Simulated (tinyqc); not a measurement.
Fermi-level pinning at a metal contact (Cowley-Sze model): barrier against work function.

Interface states of density Ds lie behind a thin layer of thickness dl. Neglecting the depletion charge, the barrier for electrons is phi = S (pM - chi) + (1 - S) E0 with S = 1/(1 + q Ds dl/(eps0 ei)); the barrier for holes is Eg - phi.

phi is listed beside the Schottky-Mott value pM - chi.

Inputs (values chosen for the exercise); material values close to those of silicon: band gap Eg = 1.13 eV; electron affinity chi = 4.09 eV; density of interface states Ds = 5.3e13 cm^-2 eV^-1; depth of their neutrality level below the conduction edge E0 = 0.83 eV; thickness of the interface layer dl = 0.58 nm; its relative permittivity ei = 3.5.

Constants: q = 1.602176634e-19 C, eps0 = 8.8541878128e-14 F/cm where lengths are in cm. Results are converted to the units shown.

Results:

| pM (eV) | pM - chi (eV) | phi (eV) |
|---|---|---|
| 3.4 | -0.69000 | 0.24296 |
| 4 | -0.090000 | 0.47469 |
| 4.3 | 0.21000 | 0.59055 |
| 4.6 | 0.51000 | 0.70641 |
| 4.9 | 0.81000 | 0.82228 |
| 5.2 | 1.1100 | 0.93814 |
| 5.5 | 1.4100 | 1.0540 |
| 5.8 | 1.7100 | 1.1699 |

Estimate the missing row, pM = 3.7 eV.

Computed row:

| pM (eV) | pM - chi (eV) | phi (eV) |
|---|---|---|
| 3.7 | -0.39000 | 0.35882 |

With this row back in the table: phi rises with slope S = 0.386, by 0.927 eV over 2.40 eV of work function, and equals the Schottky-Mott value at pM = chi + E0 = 4.92 eV. For pM = 5.8 phi lies outside the gap, where band states take over and the formula no longer holds.

Numbers from tinyqc (`OMP_NUM_THREADS=1 python tinyqc.py 2430001 2430002 out.jsonl`; about 0.01 s on one thread of a shared Intel Xeon 2.30GHz).
